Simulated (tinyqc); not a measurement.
Free and trapped electrons in a MOS channel with a dense trap tail: effect of the temperature.

p-type body, charge-sheet picture, full ionisation (an idealisation for deep acceptors), Boltzmann statistics for free electrons. e = Ec - EF at the surface. Acceptor-like traps of density D(E) = D0 + De exp(-E/Ew) at depth E below Ec, from 0 to Eu, hold n_t = integral of D(E)/(1 + exp((e - E)/Vt)). psi = Eg - Vt ln(Nv/Na) - e; N_dep = sqrt(2 eps0 eps_r Na (psi - Vt)/q); n_f = sqrt(N_dep^2 + 2 eps0 eps_r Vt Nc exp(-e/Vt)/q) - N_dep; Vg = Vfb + psi + q (N_dep + n_t + n_f)/Cox, Cox = eps0 eox/tox.

Nc and Nv are given at 250 K and scale as (T/250 K)^1.5; Eg, Vfb and mf are held fixed. VT is the Vg for n_f = 1e11 cm^-2; swing ln 10 n_f/(dn_f/dVg) at n_f = 1e8 cm^-2; the last three columns are for Vg = VT + 2 V, with free share n_f/(n_f + n_t) and field-effect mobility mf q (dn_f/dVg)/Cox; there EF is near the band edge, where Boltzmann statistics are rough.

Inputs (values chosen for the exercise); band and dielectric values close to those of 4H silicon carbide: band gap Eg = 3.27 eV; relative permittivity eps_r = 9.81; conduction-band density of states at the reference temperature Nc = 1.27e19 cm^-3; valence-band density of states at the reference temperature Nv = 1.87e19 cm^-3; relative permittivity of the insulator eox = 3.9; insulator thickness tox = 25 nm; acceptor density Na = 1.8e17 cm^-3; flat-band voltage without trapped charge Vfb = -2.13 V; constant background density of acceptor-like traps D0 = 7.8e10 cm^-2 eV^-1; density of the tail at the conduction edge De = 1.2e13 cm^-2 eV^-1; decay energy of the tail Ew = 0.1 eV; depth below Ec down to which the traps reach Eu = 0.74 eV; mobility of free electrons mf = 100 cm^2/(V s).

Constants: q = 1.602176634e-19 C, kB = 1.380649e-23 J/K, Vt = kB T/q, eps0 = 8.8541878128e-14 F/cm where lengths are in cm. Results are converted to the units shown.

Results:
```
T (K)	e at VT (eV)	VT (V)	q n_t/Cox at VT (V)	swing (mV/decade)	n_f (cm^-2)	free share (%)	field-effect mobility (cm^2/(V s))
200	0.02085	5.215	1.174	204.7	1.542e12	55.64	96.38
250	0.03824	5.004	1.028	192.1	1.434e12	54.49	93.75
300	0.05788	4.790	0.8842	180.3	1.344e12	53.88	90.46
400	0.1026	4.383	0.6318	170.8	1.232e12	54.76	83.94
450	0.1272	4.197	0.5281	173.8	1.205e12	56.12	81.46
500	0.1531	4.023	0.4395	180.9	1.190e12	57.92	79.62
550	0.1803	3.860	0.3648	191.3	1.186e12	60.03	78.35
```

Estimate the missing row, T = 350 K.

Computed row:
```
T (K)	e at VT (eV)	VT (V)	q n_t/Cox at VT (V)	swing (mV/decade)	n_f (cm^-2)	free share (%)	field-effect mobility (cm^2/(V s))
350	0.07942	4.581	0.7509	172.9	1.277e12	53.98	87.02
```

With this row back in the table: As T goes from 200 to 550, VT falls from 5.21 to 3.86 V, its part due to traps falls from 1.17 to 0.365 V, the swing goes from 205 through a minimum of 171 (at T = 400 among the rows listed) to 191 mV/decade and the field-effect mobility falls from 96.4 to 78.3 cm^2/(V s). On heating the same n_f is reached with EF deeper in the gap, where fewer tail states are filled. For T = 200, 250 e is under 2 Vt already at VT, so VT too is rough.

Computed by the program tinyqc: `OMP_NUM_THREADS=1 python tinyqc.py 2222147 2222148 out.jsonl`, one thread of a shared Intel Xeon 2.30GHz, about 0.02 s for the whole run.
